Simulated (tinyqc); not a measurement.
Valley splitting in a one-orbital chain of atomic planes (second-neighbour model), step by step. Values are carried at full precision from step to step, so a last printed digit may differ when a step is redone from the rounded ones.

Each (001) plane carries one orbital with energy e0, hopping v to the next plane and u to the second: E(phi) = e0 + 2 v cos(phi) + 2 u cos(2 phi), where phi = pi - k a/4 (the sign of every second orbital is chosen so that v > 0, which shifts the phase by pi). The minimum lies at cos(phi0) = -v/(4u), phi0 = pi - (pi/2) k0 for a valley at k0 (2 pi/a), and e0 puts it at zero. A slab of N planes has hard walls: the matrix simply ends.

Constants: hbar^2/2m0 = 3.80998211 eV angstrom^2.

Inputs chosen for the exercise (near those of the Delta valleys of silicon; abrupt walls in this chain split the valleys several times more than measured wells; not measured data): a = 5.423 angstrom (lattice constant; planes lie a/4 apart); k0 = 0.876 2 pi/a (position of the valley); ml = 0.914 m0 (longitudinal mass); N = 10 (planes in the small slab).

## Hoppings from the valley position and mass

The curvature at the minimum is d2E/dphi2 = 8 u sin^2(phi0) = (2c/ml)/(a/4)^2 with c = hbar^2/2m0; v = -4 u cos(phi0); e0 = 2u + v^2/(4u).

phi0 = 1.76558 rad
u = 0.58903 eV
v = 0.45603 eV
e0 = 1.26633 eV

## The bulk band

E at phi = j pi/10.

Band:
```
phi/pi  E (eV)
0.0     3.3565
0.1     3.0868
0.2     2.3682
0.3     1.4384
0.4     0.5951
0.5     0.0883
0.6     0.0314
0.7     0.3662
0.8     0.8925
0.9     1.3520
1.0     1.5323
```

## Hamiltonian of the slab

e0 on the diagonal, v and u on the first and second off-diagonals.

H (eV):
```
[[1.2663, 0.4560, 0.5890, 0, 0, 0, 0, 0, 0, 0],
 [0.4560, 1.2663, 0.4560, 0.5890, 0, 0, 0, 0, 0, 0],
 [0.5890, 0.4560, 1.2663, 0.4560, 0.5890, 0, 0, 0, 0, 0],
 [0, 0.5890, 0.4560, 1.2663, 0.4560, 0.5890, 0, 0, 0, 0],
 [0, 0, 0.5890, 0.4560, 1.2663, 0.4560, 0.5890, 0, 0, 0],
 [0, 0, 0, 0.5890, 0.4560, 1.2663, 0.4560, 0.5890, 0, 0],
 [0, 0, 0, 0, 0.5890, 0.4560, 1.2663, 0.4560, 0.5890, 0],
 [0, 0, 0, 0, 0, 0.5890, 0.4560, 1.2663, 0.4560, 0.5890],
 [0, 0, 0, 0, 0, 0, 0.5890, 0.4560, 1.2663, 0.4560],
 [0, 0, 0, 0, 0, 0, 0, 0.5890, 0.4560, 1.2663]]
```

## Levels and the valley doublet

Diagonalise H. The two lowest levels are the doublet made from the valleys at +k0 and -k0; give their splitting, the weights of the lowest state, and its parity under reversal of the planes.

levels (eV): [0.1361, 0.1691, 0.5243, 0.5935, 1.0711, 1.1190, 1.4200, 1.8682, 2.6070, 3.1550]

splitting = 33.02 meV

weights on the planes: [0.062, 0.004, 0.186, 0.065, 0.183, 0.183, 0.065, 0.186, 0.004, 0.062]

parity of the lowest state: odd

The mean of the doublet lies 0.1526 eV above the bulk minimum, and level 3 lies 0.3717 eV above that mean; the weights oscillate from plane to plane because the two valleys interfere.

## Checks

- Mean of the doublet for 400 planes against the effective-mass level with W = 402 a/4 (meV): both 0.1385.

(tinyqc, `OMP_NUM_THREADS=1 python tinyqc.py 1451646 1451647 out.jsonl`, Intel(R) Xeon(R) Processor @ 2.30GHz, 1 thread, shared host, about 0.01 s.)
